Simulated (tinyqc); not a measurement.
Decay of LO phonons and the hot-phonon bottleneck in the cooling of electrons: one step, computed by the program tinyqc.

n(E, T) = 1/(exp(E/(k_B T)) - 1) is the Bose occupation. Electrons have a temperature T_e; the LO modes within their reach share one occupation N; the decay products stay at the lattice temperature.

Question. Spontaneous emission time. Froehlich coupling alpha = (e^2/(4 pi eps_0)) (1/eps_inf - 1/eps_s) k_0/(2 hbar omega), k_0 = sqrt(m* hbar omega/(hbar^2/(2 m_0))); emission time tau_sp = hbar/(2 alpha hbar omega); bottleneck ratio r = (n/N_m) tau/tau_sp.

Inputs (values chosen for the exercise, modelled on aluminium nitride):

| quantity | value | unit |
|---|---|---|
| LO energy hbar omega | 110 | meV |
| lattice temperature T | 250 | K |
| electron mass m* | 0.306 | m_0 |
| eps_inf | 4.8 | - |
| static dielectric constant eps_s | 8.44 | - |
| electron density n | 4.2e+17 | 1/cm^3 |
| density of LO modes that the electrons reach, N_m | 7.6e+18 | 1/cm^3 |

Decay channel: two equal phonons plus a three-phonon channel.

phonon lifetime tau = 1.069733 ps

Constants: e^2/(4 pi eps_0) = 14.39964548 eV angstrom; hbar^2/(2 m_0) = 3.80998212 eV angstrom^2; hbar = 6.582119569e-16 eV s.

Give: alpha; emission time tau_sp; bottleneck ratio r.

Answer.

alpha = 0.5528

emission time tau_sp = 5.413 fs

bottleneck ratio r = 10.92

r compares the rate at which electrons exchange quanta with a mode to its decay rate. Exchange outruns decay, so a hot population builds up if the power is high enough. Caution: alpha is above 1/2, so hbar/tau_sp exceeds hbar omega and the emission time, a weak-coupling result, is only rough.
